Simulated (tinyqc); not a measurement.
Nucleation and growth of vacancy voids in a cooling silicon-like crystal: one step, computed by the program tinyqc.

Spherical voids; vacancies are lost only to voids.

Problem. Nucleation rate at T with the initial excess. C_e = C_m exp[-(E_f/k_B)(1/T - 1/T_m)]; D = D0 exp(-E_m/(k_B T)); f = k_B T ln(C/C_e); r* = 2 gamma/(rho f); W* = 16 pi gamma^3/(3 rho^2 f^2); Z = f/sqrt(12 pi W* k_B T); I = rho Z (4 pi r* D C) exp(-W*/(k_B T)).

Inputs (values chosen for the exercise, close to those used for silicon):
```
quantity                                    value    unit
vacancy density at the melting point C_m  4.8e+14  1/cm^3
formation energy E_f                            4      eV
melting point T_m                            1685       K
diffusion prefactor D0                     0.0015  cm^2/s
migration energy E_m                         0.45      eV
site density rho                            5e+22  1/cm^3
void surface energy gamma                     0.8   J/m^2
temperature of the worked step T             1355       K
```

initial excess C = 6.375000e+13 1/cm^3

Constants: k_B = 8.617333262e-05 eV/K; k_B = 1.380649e-23 J/K; e = 1.602176634e-19 C.

Give: C_e; D; driving force f; critical radius r*; W*/(k_B T); rate I.

Solution.

C_e = 5.855e+11 1/cm^3

D = 3.180e-05 cm^2/s

driving force f = 0.5477 eV

critical radius r* = 0.3647 nm

W*/(k_B T) = 23.82

rate I = 3.271e+14 1/(cm^3 s)

Cooling by 10 K multiplies I by 6.9: nucleation switches on within a narrow range of temperature. Caution: at such a rate voids would have used up the initial excess before the crystal cooled to this T.
